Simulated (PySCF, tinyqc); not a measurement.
G0W0 on RHF in the sto-3g basis, for H4, spin multiplicity 1, step by step. The lowest restricted solution is unstable here: a spin-polarised one lies 0.0017 hartree lower (PySCF). Computed by tinyqc, a small Python program that keeps every step (integrals from PySCF). Settings: charge = 0, multiplicity = 1, basis = sto-3g, method = RHF, energy threshold = 1e-10, iteration cap = 79, orthogonalisation = symmetric, start = atomic densities, DIIS depth = 6. Command: `OMP_NUM_THREADS=1 python tinyqc.py 23149 23150 out.jsonl` (the two numbers bound the seeds that draw the settings). One thread of a shared host (Intel(R) Xeon(R) Processor @ 2.60GHz), about 0.04 s of CPU time with the checks. The early iterations of the SCF are left out here.

## One-electron integrals

Geometry (angstrom):
```
atom         x         y         z
H     0.000000  0.000000  0.000000
H     0.000000  0.000000  1.060000
H     0.000000  1.533000  0.000000
H     0.000000  1.533000  1.060000
```

Basis sto-3g: exponents (1/bohr^2) and contraction coefficients of normalised primitives:
```
element  l (shell)  exponent  coefficient
H            s (1)  3.425251     0.154329
H            s (1)  0.623914     0.535328
H            s (1)  0.168855     0.444635
```

Overlap, kinetic and nuclear-attraction integrals over the contracted functions; the nuclear repulsion is the sum of Za Zb / Rab.

nuclear repulsion = 2.25668145 hartree

overlap S, lower triangle:
```
          1H 1s     2H 1s     3H 1s     4H 1s
1H 1s  1.000000
2H 1s  0.461847  1.000000
3H 1s  0.244883  0.148474  1.000000
4H 1s  0.148474  0.244883  0.461847  1.000000
```

kinetic energy T (hartree), lower triangle:
```
           1H 1s      2H 1s     3H 1s     4H 1s
1H 1s   0.760032
2H 1s   0.090542   0.760032
3H 1s   0.006984  -0.007809  0.760032
4H 1s  -0.007809   0.006984  0.090542  0.760032
```

nuclear attraction V (hartree), lower triangle:
```
           1H 1s      2H 1s      3H 1s      4H 1s
1H 1s  -2.341412
2H 1s  -1.016577  -2.341412
3H 1s  -0.507741  -0.316528  -2.341412
4H 1s  -0.316528  -0.507741  -1.016577  -2.341412
```

core Hamiltonian H = T + V (hartree), lower triangle:
```
           1H 1s      2H 1s      3H 1s      4H 1s
1H 1s  -1.581380
2H 1s  -0.926035  -1.581380
3H 1s  -0.500756  -0.324337  -1.581380
4H 1s  -0.324337  -0.500756  -0.926035  -1.581380
```

## Two-electron integrals

Functions are numbered as in S; the eight-fold symmetry (ij|kl) = (ji|kl) = (kl|ij) leaves the list below.

Two-electron integrals (ij|kl) in chemists' order, unique and non-zero (hartree):
```
(11|11) 0.774606   (21|11) 0.282465   (21|21) 0.134555   (22|11) 0.458938
(22|21) 0.282465   (22|22) 0.774606   (31|11) 0.130079   (31|21) 0.052208
(31|22) 0.093024   (31|31) 0.033791   (32|11) 0.067380   (32|21) 0.033201
(32|22) 0.072081   (32|31) 0.018172   (32|32) 0.011633   (33|11) 0.339079
(33|21) 0.147062   (33|22) 0.282345   (33|31) 0.130079   (33|32) 0.072081
(33|33) 0.774606   (41|11) 0.072081   (41|21) 0.033201   (41|22) 0.067380
(41|31) 0.018172   (41|32) 0.011446   (41|33) 0.067380   (41|41) 0.011633
(42|11) 0.093024   (42|21) 0.052208   (42|22) 0.130079   (42|31) 0.024392
(42|32) 0.018172   (42|33) 0.093024   (42|41) 0.018172   (42|42) 0.033791
(43|11) 0.147062   (43|21) 0.070096   (43|22) 0.147062   (43|31) 0.052208
(43|32) 0.033201   (43|33) 0.282465   (43|41) 0.033201   (43|42) 0.052208
(43|43) 0.134555   (44|11) 0.282345   (44|21) 0.147062   (44|22) 0.339079
(44|31) 0.093024   (44|32) 0.067380   (44|33) 0.458938   (44|41) 0.072081
(44|42) 0.130079   (44|43) 0.282465   (44|44) 0.774606
```

## Orthogonalisation

S = U s U^T; symmetric (Loewdin) form X = U s^(-1/2) U^T, so that X^T S X = 1.

eigenvalues of S: 0.441744  0.634561  1.068490  1.855204

X, lower triangle:
```
           1H 1s      2H 1s      3H 1s     4H 1s
1H 1s   1.115381
2H 1s  -0.264580   1.115381
3H 1s  -0.120617   0.003999   1.115381
4H 1s   0.003999  -0.120617  -0.264580  1.115381
```

## Starting guess

The start is atomic minimal-basis densities projected into this basis (PySCF's MINAO start) and scaled to the electron count of each spin; this density is not idempotent, so its energy is not variational and may lie below the converged one.

D at the start, lower triangle:
```
          1H 1s     2H 1s     3H 1s     4H 1s
1H 1s  0.940148
2H 1s  0.085908  0.940148
3H 1s  0.066955  0.025458  0.940148
4H 1s  0.025458  0.066955  0.085908  0.940148
```

## Iteration 3 (converged): orbitals

converged F (hartree), lower triangle:
```
           1H 1s      2H 1s      3H 1s      4H 1s
1H 1s  -0.240414
2H 1s  -0.463448  -0.240414
3H 1s  -0.185937  -0.157700  -0.240414
4H 1s  -0.157700  -0.185937  -0.463448  -0.240414
```

Diagonalise F' = X^T F X, C = X C', fill 2 alpha and 2 beta electrons from the bottom; D = 2 C_occ C_occ^T. Each column has its largest component positive (the first on a tie).

F' = X^T F X (hartree), lower triangle:
```
           1          2          3          4
1  -0.006492
2  -0.444389  -0.006492
3  -0.122332   0.008586  -0.006492
4   0.008586  -0.122332  -0.444389  -0.006492
```

orbital energies (hartree): MO1 -0.564627, MO2 -0.337135, MO3 0.306979, MO4 0.568816

coefficients C:
```
            MO1        MO2        MO3        MO4
1H 1s  0.367091   0.483710   0.627673   0.752289
2H 1s  0.367091   0.483710  -0.627673  -0.752289
3H 1s  0.367091  -0.483710   0.627673  -0.752289
4H 1s  0.367091  -0.483710  -0.627673   0.752289
```

D after iteration 3, lower triangle:
```
           1H 1s      2H 1s     3H 1s     4H 1s
1H 1s   0.737462
2H 1s   0.737462   0.737462
3H 1s  -0.198438  -0.198438  0.737462
4H 1s  -0.198438  -0.198438  0.737462  0.737462
```

## Convergence

Stop when the energy changes by less than 1e-10 hartree and every element of the error matrix X^T (F D S - S D F) X is below 3e-06.

Course of the cycle:
```
iteration  E (hartree)     change  largest element of the error matrix
1          -1.47206696          -                             5.48e-16
2          -2.01586818  -5.44e-01                             5.26e-16
3          -2.01586818   8.88e-16                             4.52e-16
```

PySCF RHF in the same basis = -2.01586818 hartree

Converged in 3 iterations.

## Populations, bond orders and dipole

Mulliken: Z minus the diagonal of D S on the atom; Loewdin: the same with S^(1/2) D S^(1/2); Mayer order: 2 sum_s sum (D(s) S)_ij (D(s) S)_ji over the two atoms.

Charges (e):
```
atom  Mulliken  Loewdin
1H           0        0
2H           0        0
3H           0        0
4H           0        0
```

Mayer bond orders:
```
pair     order
2-1   1.000000
3-1          0
3-2          0
4-1          0
4-2          0
4-3   1.000000
```

dipole moment about the origin, x y z (debye): 0.000000  0.000000  0.000000

## Integrals over molecular orbitals

(pq|rs) = sum C_ip C_jq C_kr C_ls (ij|kl), one index at a time.

one-electron integrals over orbitals h = C^T H C (hartree), lower triangle:
```
           1          2          3          4
1  -1.796303
2   0.000000  -1.574484
3   0.000000   0.000000  -1.310770
4   0.000000   0.000000   0.000000  -1.084170
```

Two-electron integrals over orbitals (pq|rs), unique and non-zero (hartree):
```
(11|11) 0.466605   (21|21) 0.161766   (22|11) 0.463418   (22|22) 0.472278
(31|31) 0.114552   (32|32) 0.088680   (33|11) 0.455020   (33|22) 0.455471
(33|33) 0.463051   (41|32) 0.086716   (41|41) 0.084839   (42|31) 0.118591
(42|42) 0.128698   (43|21) 0.162056   (43|43) 0.177860   (44|11) 0.462353
(44|22) 0.470908   (44|33) 0.471808   (44|44) 0.487860
```

## Screening: direct RPA

With D = e_a - e_i and K = (ia|jb): diagonalise D^(1/2) (D + 4K) D^(1/2) = Z w^2 Z^T; X + Y = D^(1/2) Z w^(-1/2), each column of Z with its largest component positive (the first on a tie); E_c = (sum w - tr (D + 2K)) / 2.

D^(1/2) (D + 4K) D^(1/2) (hartree^2), lower triangle:
```
          1>3       1>4       2>3       2>4
1>3  1.159074
1>4  0.000000  1.669333
2>3  0.000000  0.296373  0.643362
2>4  0.421526  0.000000  0.000000  1.287122
```

excitation energies w (hartree): 0.750935  0.892601  1.284313  1.322419

X + Y:
```
             1          2         3         4
1>3   0.000000   0.749370  0.537004  0.000000
1>4  -0.318151   0.000000  0.000000  0.894215
2>3   0.894555   0.000000  0.000000  0.180730
2>4   0.000000  -0.656714  0.636915  0.000000
```

RPA correlation energy = -0.06919128 hartree

## G0W0 on Hartree-Fock: HOMO

W(p,q,m) = sqrt2 sum_ia (pq|ia) (X+Y)_ia,m; Sigma_c(x) = sum_(i,m) W^2/(x - e_i + w_m) + sum_(a,m) W^2/(x - e_a - w_m); solve x = e_p + Sigma_c(x) by Newton steps; Z = 1/(1 - dSigma/dx); 1 hartree = 27.211386 eV.

The 12 largest terms at x = e_p (hartree; W for the signs of X + Y given):
```
q  m         W       term
4  3  0.205985  -0.019372
3  4  0.132327  -0.008904
3  1  0.073172  -0.003838
4  2  0.006153  -0.000021
```

Newton steps (hartree):
```
step          x  Sigma_c(x)         Z
0     -0.337135   -0.032135  0.984121
1     -0.368760   -0.031633  0.984618
2     -0.368768   -0.031633  0.984618
```

quasiparticle energy of the HOMO = -10.034689 eV

Hartree-Fock value = -9.173910 eV

## G0W0 on Hartree-Fock: LUMO

As before.

The 12 largest terms at x = e_p (hartree; W for the signs of X + Y given):
```
q  m         W      term
1  3  0.193814  0.017424
2  4  0.132327  0.008904
2  1  0.073172  0.003838
1  2  0.011259  0.000072
```

Newton steps (hartree):
```
step         x  Sigma_c(x)         Z
0     0.306979    0.030238  0.984832
1     0.336758    0.029786  0.985286
2     0.336765    0.029786  0.985286
```

quasiparticle energy of the LUMO = 9.163849 eV

Hartree-Fock value = 8.353333 eV
